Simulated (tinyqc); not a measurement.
Kramers turnover: harmonic transition-state theory with quantum, tunnelling and friction corrections. Computed by tinyqc, a small Python program. Command: `OMP_NUM_THREADS=1 python tinyqc.py 3012659 3012660 out.jsonl rates walk`. One thread of a shared host (Intel(R) Xeon(R) Processor @ 2.30GHz), about 0.01 s of CPU time with the checks.

One atom hops between equivalent sites; three modes at the minimum and two real modes at the saddle are treated as harmonic, the rest of the crystal as unchanged; melting is ignored, so hot rows may lie above the melting point.

Inputs (values chosen for the exercise, modelled on interstitial hydrogen in silicon): barrier E_b = 0.469 eV; imaginary frequency at the saddle nu_b = 27.2 THz; temperature T = 356 K.

Lattice of sites: three-dimensional. Correction studied: friction.

Constants: k_B = 8.617333262e-05 eV/K.

Method. Kramers: spatial-diffusion factor kappa_s = sqrt(1 + y^2) - y with y = gamma/(2 omega_b); weak-friction (energy-diffusion) estimate kappa_e = Delta/2 with Delta = (16/3)(gamma/omega_b) E_b/(k_B T), the energy lost in one round trip of a well at the barrier energy of a symmetric quartic double well, over k_B T (half of the escaping atoms fall back); bridge 1/kappa = 1/kappa_s + 1/kappa_e. omega_b = 2 pi nu_b; rate with friction = kappa k_cl.

Transmission:
```
gamma/omega_b  kappa_s     kappa_e    kappa
0.001          0.99950  4.0768e-02  0.03917
0.003          0.99850  1.2230e-01  0.10896
0.01           0.99501  4.0768e-01  0.28919
0.03           0.98511  1.2230e+00  0.54563
0.1            0.95125  4.0768e+00  0.77128
0.3            0.86119  1.2230e+01  0.80454
1              0.61803  4.0768e+01  0.60880
3              0.30278  1.2230e+02  0.30203
10             0.09902  4.0768e+02  0.09900
30             0.03330  1.2230e+03  0.03330
```

What does the comparison show, and why?

kappa peaks at 0.80 near gamma/omega_b = 0.3 among these rows. Below, too little energy reaches the atom and the rate grows with friction; above, recrossings cut it, as omega_b/gamma in the end (0.0333 against 0.0333). Transition-state theory, kappa = 1, is the upper bound. Caution: the simple bridge underestimates kappa near the turnover by some ten per cent and can shift the peak to higher friction; long jumps on a lattice are ignored.

Extremes, crossings and ranges named in words are read from the listed rows.
